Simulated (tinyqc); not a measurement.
Voltage acceleration of oxide breakdown, four models on the same data: two steps of the calculation.

Field E = V/tox in MV/cm. Models: ln(t63/1 s) = a - c X with X = E (E model), -1/E (1/E model), ln V (power law, c the exponent n) or sqrt(E).

Parameters, values chosen for the exercise: oxide thickness tox = 4.4 nm; use voltage Vu = 2.4 V; stress temperature Ts = 398 K; use temperature Tu = 378 K; activation energy Ea = 0.52 eV; factor for area and percentile ks = 0.00048.

Constants: q = 1.602176634e-19 C, kB = 1.380649e-23 J/K. Results are converted to the units shown.

Question 1. Fitting the models. The three stress times were made with the E model, c = 3.34, and are treated as data. For each model fit ln t63 on X by least squares over the three points.

| stress | V (V) | t63 (s) |
|---|---|---|
| 0 | 4.12 | 7086 |
| 1 | 4.77 | 51 |
| 2 | 5.65 | 0.06404 |

Give: c; a; largest misfit in ln t63 (0: below 0.002).

Answer 1.

| model | c | a | largest misfit in ln t63 (0: below 0.002) |
|---|---|---|---|
| E | 3.340 | 40.14 | 0.0000 |
| 1/E | 401.5 | -33.71 | 0.6069 |
| power | 36.85 | 61.20 | 0.3018 |
| sqrt E | 22.22 | 76.95 | 0.1500 |

The worst misfit of any model is 0.61 in ln t63, a factor of 1.83 in time, comparable to the scatter of t63 from small samples, so such data hardly tell the models apart.

Question 2. Projection to use conditions. Project to Vu, multiply by exp[(Ea q/kB)(1/Tu - 1/Ts)] and by ks; ten years are 3.15576e8 s. The largest voltage for ten years solves the same relation for V.

| model | c | a |
|---|---|---|
| E | 3.3400110 | 40.140545 |
| 1/E | 401.45987 | -33.706990 |
| power | 36.845596 | 61.195623 |
| sqrt E | 22.221047 | 76.945786 |

Find: temperature factor; lifetime; largest voltage for ten years.

Answer 2.

temperature factor = 2.230

| model | lifetime (years) | largest voltage for ten years (V) |
|---|---|---|
| E | 0.1125 | 1.809 |
| 1/E | 7.182e6 | 2.938 |
| power | 125.4 | 2.571 |
| sqrt E | 2.564 | 2.276 |

The lifetimes span 7.81 decades, from the E model (most cautious) to the 1/E model; the allowed voltage spans 1.81 to 2.94 V. 2 of the four models pass ten years at Vu. Lifetimes beyond a thousand years are formal extrapolations.

Range of the model: All four laws are empirical fits; none is established far below the stress range.

tinyqc, about 0.01 s, one thread, Intel Xeon 2.30GHz (shared host): `OMP_NUM_THREADS=1 python tinyqc.py 2070152 2070153 out.jsonl`
